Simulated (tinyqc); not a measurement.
Growth over eight decades: Cabrera-Mott growth of a thin oxide under its own electric field. Computed by tinyqc, a small Python program. Command: `OMP_NUM_THREADS=1 python tinyqc.py 3026080 3026081 out.jsonl cabrera walk`. One thread of a shared host (Intel(R) Xeon(R) Processor @ 2.30GHz), about 0.02 s of CPU time with the checks.

Electrons cross the film freely and set a fixed potential V across it; the field V/x lowers the barrier for ions entering the oxide.

Inputs (values chosen for the exercise, for a model metal):

| quantity | value | unit |
|---|---|---|
| barrier W | 1.45 | eV |
| Mott potential V | 1.3 | V |
| ion charge number z | 3 | - |
| half jump distance b | 1.1 | angstrom |
| prefactor u0 = N Omega nu | 2.8e+13 | angstrom/s |
| temperature T | 250 | K |
| starting thickness x0 | 4.4 | angstrom |

Backward hops: kept.

Constants: k_B = 8.617333262e-05 eV/K.

Method:
- u = u0 exp(-W/(k_B T)), X1 = z b V/(k_B T) with V in volts and k_B T in eV; dx/dt = 2 u sinh(X1/x).
- t(x) = int_(x0)^x dx / (dx/dt) by Gauss-Legendre quadrature (80 points on each side of (x0 + 2 x)/3), solved for x.
- Closed form for thin films (leading term of the integral): x solves (x^2/(u X1)) exp(-X1/x) = t.

u = 1.64606e-16 angstrom/s

X1 = 199.134 angstrom

Thickness:

| t (s) | x (angstrom) | 1/x (1/angstrom) | closed form (angstrom) |
|---|---|---|---|
| 1.00e+00 | 5.772 | 0.17325 | 5.763 |
| 1.00e+01 | 6.160 | 0.16232 | 6.150 |
| 1.00e+02 | 6.603 | 0.15144 | 6.591 |
| 1.00e+03 | 7.112 | 0.14060 | 7.097 |
| 1.00e+04 | 7.703 | 0.12981 | 7.684 |
| 1.00e+05 | 8.397 | 0.11908 | 8.372 |
| 1.00e+06 | 9.223 | 0.10843 | 9.190 |
| 1.00e+07 | 10.219 | 0.09785 | 10.175 |
| 1.00e+08 | 11.445 | 0.08738 | 11.384 |

What does the comparison show, and why?

Per decade of time the film gains 0.39 angstrom at first and 1.2 at the end. The inverse-logarithmic law predicts -X1 d(1/x)/d ln t near 1; the rows give 0.94 at first and 0.91 at the end. The closed form misses by at most 0.53 %.

Extremes, crossings and ranges named in words are read from the listed rows.
